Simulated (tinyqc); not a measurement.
Spherical quantum dot: one step. Hard-wall levels. Two cases, with inputs chosen for the exercise.

Problem. The six lowest of these, with their orbital degeneracy; c = hbar^2/2m0.

With hard walls E = c (x/R)^2/mw, x a zero of j_l: 1s 3.141593; 2s 6.283185; 1p 4.493409; 2p 7.725252; 1d 5.763459; 2d 9.095011; 1f 6.987932; 2f 10.417119.

Constants: hbar^2/2m0 = 3.80998211 eV angstrom^2.

Case 1.

Values chosen (out of a larger set: near those of a Si dot in SiO2, with the mean mass 3/(2/mt + 1/ml) for all six valleys; not measured data): R = 14 angstrom (radius); mw = 0.264 m0 (mass inside).

Case 2.

Values chosen (out of a larger set: near those of an InGaAs dot in InAlAs; not measured data): R = 58 angstrom (radius); mw = 0.04 m0 (mass inside).

Give: Hard walls.

Solution.

Case 1.

Hard walls:
```
state  degeneracy       x  E (eV)
1s              1  3.1416  0.7267
1p              3  4.4934  1.4867
1d              5  5.7635  2.4458
2s              1  6.2832  2.9069
1f              7  6.9879  3.5955
2p              3  7.7253  4.3943
```

Shells close, with spin and per valley, at 2, 8, 18, 20 electrons; levels above about 0.3 eV are beyond a parabolic mass, and anisotropic valleys split the shells. The real barrier, V0 = 3.059 eV, lies below 2 values at the end of the list.

Case 2.

Hard walls:
```
state  degeneracy       x  E (eV)
1s              1  3.1416  0.2795
1p              3  4.4934  0.5717
1d              5  5.7635  0.9405
2s              1  6.2832  1.1178
1f              7  6.9879  1.3826
2p              3  7.7253  1.6898
```

Shells close, with spin and per valley, at 2, 8, 18, 20 electrons; levels above about 0.3 eV are beyond a parabolic mass, and anisotropic valleys split the shells. The real barrier, V0 = 0.5 eV, lies below 5 values at the end of the list.

Computed by tinyqc, one run a case: `OMP_NUM_THREADS=1 python tinyqc.py N N+1 out.jsonl` with N = 1250365, 1250414; one thread of a shared Intel(R) Xeon(R) Processor @ 2.30GHz, about 0.04 s a run at most.
